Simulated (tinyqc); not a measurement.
Raising the sheet density: inversion layer as a triangular well, valleys of the Ge type.

Four ellipsoidal valleys (eight halves) with their long axes along <111>, mass ml along the axis and mt across it. For a valley whose axis makes the angle theta with the surface normal, 1/m_z = cos^2(theta)/ml + sin^2(theta)/mt sets the confinement; in the plane the masses are m_1 = mt and m_2 = ml mt/m_z, and m_d = sqrt(m_1 m_2). The Gamma and Delta valleys are left out; the heavy Delta valleys, about 0.18 eV up, can lie lowest under strong confinement.

The field is taken as constant, e F = 4 pi (e^2/4 pi eps0)(Nd + eta Ns)/eps, with 1e12/cm^2 = 1e-4/angstrom^2, and the oxide as a hard wall at z = 0; c = hbar^2/2m0.

Level j of a valley lies at E_j = a_j (c (e F)^2/m_z)^(1/3) above the band edge at the surface, with the Airy zeros a_j = 2.338107, 4.087949, 5.520560, 6.786708, 7.944134, 9.022651, 10.040174, 11.008524, 11.936016, 12.828777, and has <z> = 2 E_j/(3 e F).

Subband i holds n_i = g m_d/(2 pi c) kB T ln(1 + exp((EF - E_i)/kB T)) (spin included), and EF is fixed by sum n_i = Ns over the levels listed or, where none are listed, over j = 0 to 9 of each group; 1e12/cm^2 = 1e-4/angstrom^2.

Constants: hbar^2/2m0 = 3.80998211 eV angstrom^2; e^2/(4 pi eps0) = 14.39964547 eV angstrom; kB = 8.617333262e-05 eV/K.

Parameters, chosen for this exercise (near those of Ge; not measured data):
- ml = 1.56 m0 (longitudinal mass)
- mt = 0.083 m0 (transverse mass)
- eps = 16.3 (dielectric constant)
- Nd = 0.37 x 1e12/cm^2 (depletion charge)
- eta = 0.5 (share of Ns in the effective field)
- face = 100 (surface)
- T = 400 K (temperature)
- Nss = (0.5, 1, 2, 4, 7, 10, 14) x 1e12/cm^2 (sheet densities)

Valleys (masses in m0):

| valleys g | cos^2(theta) | m_z | m_1 | m_2 | m_d |
|---|---|---|---|---|---|
| 4 | 0.33333 | 0.12127 | 0.08300 | 1.06767 | 0.29768 |

The field, the ladders and EF anew for each Ns.

Results:

| Ns (1e12/cm^2) | F (MV/cm) | lowest E (eV) | next - lowest (meV) | EF - lowest (meV) | share of lowest (%) | <z> (angstrom) |
|---|---|---|---|---|---|---|
| 0.5 | 0.069 | 0.0575 | 43.0 | -134.8 | 68.0 | 76.0 |
| 1.0 | 0.097 | 0.0721 | 53.9 | -106.3 | 76.8 | 61.5 |
| 2.0 | 0.152 | 0.0976 | 73.0 | -77.3 | 86.6 | 47.9 |
| 4.0 | 0.263 | 0.1406 | 105.2 | -48.2 | 94.6 | 37.2 |
| 7.0 | 0.430 | 0.1950 | 145.9 | -24.4 | 98.2 | 30.7 |
| 10.0 | 0.596 | 0.2426 | 181.5 | -8.4 | 99.3 | 27.3 |
| 14.0 | 0.818 | 0.2996 | 224.2 | 7.9 | 99.8 | 24.5 |

Levels scale as F^(2/3): the field grows by 11.89 and the lowest level by 5.21. The layer thins from 76.0 to 24.5 angstrom. EF passes the lowest edge between 10 and 14 e12/cm^2. The share of the lowest subband rises throughout: the spacing grows faster than the band fills. From 10 e12/cm^2 on the lowest level exceeds 0.2 eV, where the Delta valleys, about 0.18 eV up in the bulk and with a confinement energy of their own, begin to come within reach.

Computed by tinyqc, a small Python program: `OMP_NUM_THREADS=1 python tinyqc.py 1282162 1282163 out.jsonl` (the numbers bound the seed that draws the inputs); one thread of a shared host (Intel(R) Xeon(R) Processor @ 2.30GHz), about 0.05 s for the whole set of steps.
